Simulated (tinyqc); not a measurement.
From results back to parameters: heavy doping: gap narrowing, degeneracy and the minority density. Three cases, with inputs chosen for the exercise.

Problem. Narrowing at two dopings was computed from hidden E0 and N0, with N0 below Na.

Empirical narrowing (Slotboom form, constants chosen for the exercise; published fits of this form give the apparent narrowing, here it is taken as the true one): dEg = E0 [ln(N/N0) + sqrt(ln(N/N0)^2 + C)].

Find: N0; E0.

Method. The ratio dEg(Nb)/dEg(Na) depends on N0 alone and rises steadily with it; solve for ln N0 by bisection, then E0 from either value.

Case 1.

Values chosen (out of a larger set: gap and densities of states near those of Si at this temperature; narrowing constants near the fits for Si; not measured data): C = 0.5 (smoothing constant); Na = 9e+17 1/cm^3; Nb = 2.7e+19 1/cm^3.

dEg(Na) = 32.0839 meV
dEg(Nb) = 77.9829 meV

Solution.

N0 = 9.0e+16 1/cm^3
E0 = 6.81 meV

Case 2.

Values chosen (out of a larger set: gap and densities of states near those of Si at this temperature; narrowing constants near the fits for Si; not measured data): C = 0.5 (smoothing constant); Na = 8.2e+17 1/cm^3; Nb = 2.5e+19 1/cm^3.

dEg(Na) = 33.2618 meV
dEg(Nb) = 81.0726 meV

Solution.

N0 = 8.2e+16 1/cm^3
E0 = 7.06 meV

Case 3.

Values chosen (out of a larger set: gap and densities of states near those of GaAs at this temperature; narrowing constants of the size fitted for Si, not for this material; not measured data): C = 0.5 (smoothing constant); Na = 1.2e+18 1/cm^3; Nb = 3.6e+19 1/cm^3.

dEg(Na) = 48.6206 meV
dEg(Nb) = 118.1767 meV

Solution.

N0 = 1.2e+17 1/cm^3
E0 = 10.32 meV

Computed by tinyqc, one run a case: `OMP_NUM_THREADS=1 python tinyqc.py N N+1 out.jsonl` with N = 1680563, 1680630, 1680712; one thread of a shared Intel(R) Xeon(R) Processor @ 2.30GHz, about 0.01 s a run at most.
